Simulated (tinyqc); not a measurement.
Potential-pH (Pourbaix) lines of a metal, its cation, its oxide and an oxyanion, with a complexing ligand: one step, computed by the program tinyqc. Command: `OMP_NUM_THREADS=1 python tinyqc.py 3013013 3013014 out.jsonl pourb walk`. One thread of a shared host (Intel(R) Xeon(R) Processor @ 2.30GHz), about 0.01 s of CPU time with the checks.

Potentials are against the standard hydrogen electrode; solids and water have unit activity; dG_f of M, H+ and the electron is zero; F = e N_A and s = R T ln(10)/F. The cation carries z = 3.

Problem. The stable species at (pH, E). M3+ + 3e = M; (1/2) M2O3 + 3H+ + 3e = M + (3/2) H2O; MO2(-) + 4H+ + 3e = M + 2H2O. For each, E0 = -dG/(z F), and E = E0 + (s/z) log10 a - (s n_H/z) pH, with no activity term for the oxide. The metal is stable below the lowest of the three lines; above it, the species of the lowest line is stable. Water lines at 1 bar: hydrogen E = -s pH, oxygen E = -dG_f(water)/(2F) - s pH.

Inputs (values chosen for the exercise, modelled on gallium): dG_f of water = -237.14 kJ/mol; temperature T = 298.15 K; log10 of the dissolved activity a = -6; pH = 7.3; potential E = 1.1 V.

Species: M, M3+, M2O3, MO2(-).

E0 (V): cation -0.5434332, oxide -0.4918364, oxyanion -0.1766417

s = 0.05915935 V

Constants: e = 1.602176634e-19 C; N_A = 6.02214076e+23 1/mol.

Give: lines at this pH; upper limit of immunity; hydrogen line; oxygen line; E above the limit of immunity.

Solution.

lines at this pH (V): cation -0.6618, oxide -0.9237, oxyanion -0.8708

upper limit of immunity = -0.9237 V

hydrogen line = -0.4319 V

oxygen line = 0.7970 V

E above the limit of immunity = 2.024 V

Stable here: the oxide (passivity, if the film is dense). The point lies outside the stability range of water. Water itself can oxidise the metal at this pH. Caution: other oxidation states, hydroxides and hydrides are left out, and the lines say nothing of rates.
